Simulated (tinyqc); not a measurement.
Energy relaxation with and without hot phonons: decay of LO phonons and the hot-phonon bottleneck in the cooling of electrons. Computed by tinyqc, a small Python program. Command: `OMP_NUM_THREADS=1 python tinyqc.py 3026952 3026953 out.jsonl hotphonon walk`. One thread of a shared host (Intel(R) Xeon(R) Processor @ 2.30GHz), about 0.01 s of CPU time with the checks.

n(E, T) = 1/(exp(E/(k_B T)) - 1) is the Bose occupation. Electrons have a temperature T_e; the LO modes within their reach share one occupation N; the decay products stay at the lattice temperature.

Inputs (values chosen for the exercise, modelled on zinc oxide):
```
quantity                                             value    unit
LO energy hbar omega                                  73.7     meV
lifetime at T = 0, tau_0                               1.6      ps
share f of the energy in the softer product           0.24       -
lattice temperature T                                  500       K
electron mass m*                                     0.275     m_0
eps_inf                                               3.63       -
static dielectric constant eps_s                      8.19       -
electron density n                                 3.4e+17  1/cm^3
density of LO modes that the electrons reach, N_m  1.6e+19  1/cm^3
```

Decay channel: two unequal phonons (Ridley).

Constants: k_B = 8.617333262e-05 eV/K; c = 299792458 m/s; e^2/(4 pi eps_0) = 14.39964548 eV angstrom; hbar^2/(2 m_0) = 3.80998212 eV angstrom^2; hbar = 6.582119569e-16 eV s; e = 1.602176634e-19 C; k_B = 1.380649e-23 J/K.

Method:
- Decay rate 1/tau = (1/tau_0) [1 + n(f hbar omega) + n((1 - f) hbar omega)].
- Full width Gamma = 1/(2 pi c tau) in 1/cm, c in cm/s.
- Froehlich coupling alpha = (e^2/(4 pi eps_0)) (1/eps_inf - 1/eps_s) k_0/(2 hbar omega), k_0 = sqrt(m* hbar omega/(hbar^2/(2 m_0))); emission time tau_sp = hbar/(2 alpha hbar omega); bottleneck ratio r = (n/N_m) tau/tau_sp.
- Net emission per electron: [(N + 1) x - N]/tau_sp with x = exp(-hbar omega/(k_B T_e)), a simple two-level balance; steady state of the modes: n [(N + 1) x - N]/tau_sp = N_m (N - N_0)/tau; power per electron P = hbar omega [(N + 1) x - N]/tau_sp.
- P(T_e) = (hbar omega/tau_sp) [(N_0 + 1) x - N_0]/[1 + r (1 - x)], and r = 0 without hot phonons; energy relaxation time tau_E = (3/2) k_B (T_e - T)/P.

emission time tau_sp = 4.08603 fs

equilibrium LO occupation N_0 = 0.220665

bottleneck ratio r = 2.48785

phonon lifetime tau = 0.478372 ps

Cooling:
```
T_e (K)  P, cold phonons (nW)  P, hot phonons (nW)   ratio  tau_E (ps)        N
530                    64.830               21.665  2.9924    0.028677  0.23932
580                    169.68               58.141  2.9184    0.028496  0.27072
650                    308.63               109.43  2.8204    0.028388  0.31487
800                    573.42               217.72  2.6337    0.028536  0.40810
1000                   862.14               354.78  2.4301    0.029187  0.52609
1300                   1189.4               540.81  2.1993    0.030635  0.68624
1800                   1555.7               801.55  1.9409    0.033588  0.91071
2500                   1867.8               1085.5  1.7208    0.038158   1.1551
```

What does the comparison show, and why?

Reabsorption cuts the loss by a factor 2.99 at the lowest T_e and 1.72 at the highest; the factor is 1 + r (1 - x) with r = 2.49. tau_E runs from 0.029 to 0.038 ps, with its shortest value, 0.028 ps, at T_e = 650 K, against tau_sp = 4.1 fs and a phonon lifetime of 0.48 ps. Pauli blocking is left out, as are upper valleys and non-parabolic bands, which can matter above about 1000 K. Caution: alpha is above 1/2, so hbar/tau_sp exceeds hbar omega and the emission time, a weak-coupling result, is only rough.

Extremes, crossings and ranges named in words are read from the listed rows.
